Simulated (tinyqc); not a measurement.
Tunnelling through a gate dielectric with the two-band (Franz) dispersion, WKB transmission and Tsu-Esaki current: Two-band against parabolic dispersion.

Electrons leave the emitter at x = 0. Energies E (motion across the layers) are in eV from the emitter Fermi level; the collector Fermi level lies at -V and offers states at every E. No charge in the dielectric and no image force: F1 = V/t1, U = phi1 - F1 x. With C = hbar^2/(2 m0), kappa = sqrt(m u (1 - u/Egx)/C), u = U - E where U > E and 0 elsewhere; T(E) = exp(-S), S = 2 times the integral of kappa over x.

Each layer adds (2/F) sqrt(m/C) [G(u at its left edge) - G(u at its right edge)] to S, with u = U - E (0 where negative) and G(u) = Egx^1.5 (th - sin(4 th)/4)/4, th = arcsin sqrt(u/Egx). The parabolic value uses G(u) = (2/3) u^1.5.

Values chosen for this exercise; dielectric values close to those of silicon dioxide:
- phi1 = 3.09 eV (barrier of layer 1 above the emitter Fermi level at zero bias)
- m1 = 0.51 m0 (tunnelling mass of layer 1)
- t1 = 5.5 nm (thickness of layer 1)
- V = 4.8 V (voltage across the dielectric)

Constants: q = 1.602176634e-19 C, hbar = 1.054571817e-34 J s, m0 = 9.1093837015e-31 kg, hbar^2/(2 m0) = 0.0380998212 eV nm^2. Results are converted to the units shown.

The same in every row: S at E = 0, parabolic = 30.361.

Two-band against parabolic dispersion:
```
Egx (eV)  S at E = 0, two-band  ratio of the two T
4.3                     22.583              2389.3
5.9                     25.018              209.21
7.5                     26.276              59.468
9.1                     27.051              27.401
10.6                    27.549              16.642
12.2                    27.938              11.281
13.8                    28.232              8.4071
15.4                    28.463              6.6778
```

S rises from 22.6 to 28.5 towards the parabolic 30.4. The factor 1 - u/Egx lowers kappa, so T exceeds the parabolic value by a factor of 2390 in the first row and 6.68 in the last.

tinyqc, about 0.02 s, one thread, Intel Xeon 2.30GHz (shared host): `OMP_NUM_THREADS=1 python tinyqc.py 2540143 2540144 out.jsonl`
